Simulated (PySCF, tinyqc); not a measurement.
Inside a calculation. Method: CCD on RHF in the sto-6g basis, for H4, spin multiplicity 1. The lowest restricted solution is unstable here: a spin-polarised one lies 0.0836 hartree lower (PySCF). Computed by tinyqc, a small Python program that keeps every step (integrals from PySCF). Settings: charge = 0, multiplicity = 1, basis = sto-6g, method = RHF, energy threshold = 1e-10, iteration cap = 63, orthogonalisation = symmetric, start = atomic densities, DIIS depth = 6, amplitude equations = CCD, DIIS depth for amplitudes = 6, cap on updates = 56. Command: `OMP_NUM_THREADS=1 python tinyqc.py 21867 21868 out.jsonl` (the two numbers bound the seeds that draw the settings). One thread of a shared host (Intel(R) Xeon(R) Processor @ 2.60GHz), about 0.1 s of CPU time with the checks. The early iterations of the SCF are left out here.

## One-electron integrals

Geometry (angstrom):

| atom | x | y | z |
|---|---|---|---|
| H | 0.000000 | 0.000000 | 0.000000 |
| H | 0.000000 | 0.000000 | 1.284000 |
| H | 0.000000 | 1.507000 | 0.000000 |
| H | 0.000000 | 1.507000 | 1.284000 |

Basis sto-6g: exponents (1/bohr^2) and contraction coefficients of normalised primitives:

| element | l (shell) | exponent | coefficient |
|---|---|---|---|
| H | s (1) | 35.523221 | 0.009164 |
| H | s (1) | 6.513144 | 0.049361 |
| H | s (1) | 1.822143 | 0.168538 |
| H | s (1) | 0.625955 | 0.370563 |
| H | s (1) | 0.243077 | 0.416492 |
| H | s (1) | 0.100112 | 0.130334 |

Overlap, kinetic and nuclear-attraction integrals over the contracted functions; the nuclear repulsion is the sum of Za Zb / Rab.

nuclear repulsion = 2.06112564 hartree

overlap S, lower triangle:
```
          1H 1s     2H 1s     3H 1s     4H 1s
1H 1s  1.000000
2H 1s  0.346767  1.000000
3H 1s  0.254274  0.123832  1.000000
4H 1s  0.123832  0.254274  0.346767  1.000000
```

kinetic energy T (hartree), lower triangle:
```
           1H 1s      2H 1s     3H 1s     4H 1s
1H 1s   0.768522
2H 1s   0.037565   0.768522
3H 1s   0.008448  -0.011422  0.768522
4H 1s  -0.011422   0.008448  0.037565  0.768522
```

nuclear attraction V (hartree), lower triangle:
```
           1H 1s      2H 1s      3H 1s      4H 1s
1H 1s  -2.264594
2H 1s  -0.711781  -2.264594
3H 1s  -0.506572  -0.249793  -2.264594
4H 1s  -0.249793  -0.506572  -0.711781  -2.264594
```

core Hamiltonian H = T + V (hartree), lower triangle:
```
           1H 1s      2H 1s      3H 1s      4H 1s
1H 1s  -1.496072
2H 1s  -0.674216  -1.496072
3H 1s  -0.498123  -0.261215  -1.496072
4H 1s  -0.261215  -0.498123  -0.674216  -1.496072
```

## Two-electron integrals

Functions are numbered as in S; the eight-fold symmetry (ij|kl) = (ji|kl) = (kl|ij) leaves the list below.

Two-electron integrals (ij|kl) in chemists' order, unique and non-zero (hartree):
```
(11|11) 0.774999   (21|11) 0.198098   (21|21) 0.071761   (22|11) 0.395602
(22|21) 0.198098   (22|22) 0.774999   (31|11) 0.135900   (31|21) 0.039021
(31|22) 0.086746   (31|31) 0.036601   (32|11) 0.053440   (32|21) 0.020164
(32|22) 0.057899   (32|31) 0.015017   (32|32) 0.007822   (33|11) 0.344364
(33|21) 0.109073   (33|22) 0.266282   (33|31) 0.135900   (33|32) 0.057899
(33|33) 0.774999   (41|11) 0.057899   (41|21) 0.020164   (41|22) 0.053440
(41|31) 0.015017   (41|32) 0.007678   (41|33) 0.053440   (41|41) 0.007822
(42|11) 0.086746   (42|21) 0.039021   (42|22) 0.135900   (42|31) 0.023481
(42|32) 0.015017   (42|33) 0.086746   (42|41) 0.015017   (42|42) 0.036601
(43|11) 0.109073   (43|21) 0.039529   (43|22) 0.109073   (43|31) 0.039021
(43|32) 0.020164   (43|33) 0.198098   (43|41) 0.020164   (43|42) 0.039021
(43|43) 0.071761   (44|11) 0.266282   (44|21) 0.109073   (44|22) 0.344364
(44|31) 0.086746   (44|32) 0.053440   (44|33) 0.395602   (44|41) 0.057899
(44|42) 0.135900   (44|43) 0.198098   (44|44) 0.774999
```

## Orthogonalisation

S = U s U^T; symmetric (Loewdin) form X = U s^(-1/2) U^T, so that X^T S X = 1.

eigenvalues of S: 0.522791  0.783675  0.968660  1.724873

X, lower triangle:
```
           1H 1s      2H 1s      3H 1s     4H 1s
1H 1s   1.072531
2H 1s  -0.183800   1.072531
3H 1s  -0.127014  -0.000302   1.072531
4H 1s  -0.000302  -0.127014  -0.183800  1.072531
```

## Starting guess

The start is atomic minimal-basis densities projected into this basis (PySCF's MINAO start) and scaled to the electron count of each spin; this density is not idempotent, so its energy is not variational and may lie below the converged one.

D at the start, lower triangle:
```
          1H 1s     2H 1s     3H 1s     4H 1s
1H 1s  0.950688
2H 1s  0.080704  0.950688
3H 1s  0.071388  0.025636  0.950688
4H 1s  0.025636  0.071388  0.080704  0.950688
```

## Iteration 3 (converged): orbitals

converged F (hartree), lower triangle:
```
           1H 1s      2H 1s      3H 1s      4H 1s
1H 1s  -0.189963
2H 1s  -0.380769  -0.189963
3H 1s  -0.177963  -0.135394  -0.189963
4H 1s  -0.135394  -0.177963  -0.380769  -0.189963
```

Diagonalise F' = X^T F X, C = X C', fill 2 alpha and 2 beta electrons from the bottom; D = 2 C_occ C_occ^T. Each column has its largest component positive (the first on a tie).

F' = X^T F X (hartree), lower triangle:
```
           1          2          3          4
1  -0.035674
2  -0.353453  -0.035674
3  -0.126025   0.002599  -0.035674
4   0.002599  -0.126025  -0.353453  -0.035674
```

orbital energies (hartree): MO1 -0.512553, MO2 -0.265701, MO3 0.189155, MO4 0.446402

coefficients C:
```
            MO1        MO2        MO3        MO4
1H 1s  0.380708   0.508024   0.564809   0.691522
2H 1s  0.380708   0.508024  -0.564809  -0.691522
3H 1s  0.380708  -0.508024   0.564809  -0.691522
4H 1s  0.380708  -0.508024  -0.564809   0.691522
```

D after iteration 3, lower triangle:
```
           1H 1s      2H 1s     3H 1s     4H 1s
1H 1s   0.806053
2H 1s   0.806053   0.806053
3H 1s  -0.226300  -0.226300  0.806053
4H 1s  -0.226300  -0.226300  0.806053  0.806053
```

## Convergence

Stop when the energy changes by less than 1e-10 hartree and every element of the error matrix X^T (F D S - S D F) X is below 3e-06.

Course of the cycle:

| iteration | E (hartree) | change | largest element of the error matrix |
|---|---|---|---|
| 1 | -1.38717958 | - | 1.69e-16 |
| 2 | -1.87218669 | -4.85e-01 | 1.20e-15 |
| 3 | -1.87218669 | 3.55e-15 | 3.49e-16 |

PySCF RHF in the same basis = -1.87218669 hartree

Converged in 3 iterations.

## Populations, bond orders and dipole

Mulliken: Z minus the diagonal of D S on the atom; Loewdin: the same with S^(1/2) D S^(1/2); Mayer order: 2 sum_s sum (D(s) S)_ij (D(s) S)_ji over the two atoms.

Charges (e):

| atom | Mulliken | Loewdin |
|---|---|---|
| 1H | 0 | 0 |
| 2H | 0 | 0 |
| 3H | 0.000000 | 0 |
| 4H | 0 | 0 |

Mayer bond orders:

| pair | order |
|---|---|
| 2-1 | 1.000000 |
| 3-1 | 0 |
| 3-2 | 0 |
| 4-1 | 0 |
| 4-2 | 0 |
| 4-3 | 1.000000 |

dipole moment about the origin, x y z (debye): 0.000000  0.000000  0.000000

## Integrals over molecular orbitals

(pq|rs) = sum C_ip C_jq C_kr C_ls (ij|kl), one index at a time.

one-electron integrals over orbitals h = C^T H C (hartree), lower triangle:
```
           1          2          3          4
1  -1.698460
2   0.000000  -1.456598
3   0.000000   0.000000  -1.351024
4   0.000000   0.000000   0.000000  -1.118894
```

Two-electron integrals over orbitals (pq|rs), unique and non-zero (hartree):
```
(11|11) 0.446462   (21|21) 0.146713   (22|11) 0.443078   (22|22) 0.451452
(31|31) 0.125825   (32|32) 0.093453   (33|11) 0.439637   (33|22) 0.440091
(33|33) 0.447996   (41|32) 0.090960   (41|41) 0.088560   (42|31) 0.130305
(42|42) 0.141736   (43|21) 0.149720   (43|43) 0.163727   (44|11) 0.444328
(44|22) 0.453468   (44|33) 0.454061   (44|44) 0.468151
```

## CCD: starting amplitudes

t_ij^ab = <ij||ab> / (e_i + e_j - e_a - e_b), whose energy is MP2.

Starting amplitudes (spin orbitals 1a, 1b, ...; amplitudes related by a flip of all spins are not repeated):

| from | to | t |
|---|---|---|
| 2a 2b | 3a 3b | -0.102728 |
| 2a 2b | 4a 4b | -0.099520 |
| 1a 2b | 3a 4b | -0.092166 |
| 1a 1b | 3a 3b | -0.089657 |
| 1a 2b | 3b 4a | 0.064337 |
| 1a 1b | 4a 4b | -0.046175 |
| 1a 2a | 3a 4a | -0.027829 |

correlation energy = -0.07698930 hartree

## CCD: amplitude update 1

t_ij^ab D_ij^ab are set to the remaining terms of the spin-orbital equations, evaluated with the old amplitudes; for the doubles these are <ij||ab> + 1/2 <ab||ef> t_ij^ef + 1/2 <mn||ij> t_mn^ab + P(ij)P(ab) <mb||ej> t_im^ae + terms in t^2, D the orbital-energy denominators.

Amplitudes after update 1 (spin orbitals 1a, 1b, ...; amplitudes related by a flip of all spins are not repeated):

| from | to | t |
|---|---|---|
| 2a 2b | 3a 3b | -0.184624 |
| 2a 2b | 4a 4b | -0.133593 |
| 1a 2b | 3a 4b | -0.128565 |
| 1a 1b | 3a 3b | -0.121581 |
| 1a 2b | 3b 4a | 0.103922 |
| 1a 1b | 4a 4b | -0.067852 |
| 1a 2a | 3a 4a | -0.024642 |

correlation energy = -0.11184544 hartree

## CCD: convergence

E_corr = 1/4 sum <ij||ab> t_ij^ab; stop when the norm of the change is below 1e-8.

Course of the amplitude iterations:

| update | correlation energy (hartree) | norm of the change |
|---|---|---|
| 0 | -0.07698930 | - |
| 1 | -0.11184544 | 2.46e-01 |
| 2 | -0.12851792 | 1.37e-01 |
| 3 | -0.14625102 | 7.99e-02 |
| 4 | -0.14509767 | 2.73e-02 |
| 5 | -0.14793443 | 1.36e-02 |
| 6 | -0.14783520 | 2.79e-03 |
| 7 | -0.14766335 | 1.01e-03 |
| 8 | -0.14763490 | 1.37e-04 |
| 9 | -0.14763541 | 2.58e-06 |
| 10 | -0.14763528 | 4.98e-07 |
| 11 | -0.14763528 | 1.37e-08 |
| 12 | -0.14763528 | 4.13e-09 |

Converged amplitudes (spin orbitals 1a, 1b, ...; amplitudes related by a flip of all spins are not repeated):

| from | to | t |
|---|---|---|
| 2a 2b | 3a 3b | -0.368941 |
| 1a 2b | 3a 4b | -0.174548 |
| 1a 2b | 3b 4a | 0.134094 |
| 2a 2b | 4a 4b | -0.120458 |
| 1a 1b | 3a 3b | -0.112973 |
| 1a 1b | 4a 4b | -0.099390 |
| 1a 2a | 3a 4a | -0.040454 |

CCD total energy = -2.01982197 hartree

Converged in 12 updates, with DIIS from the third.
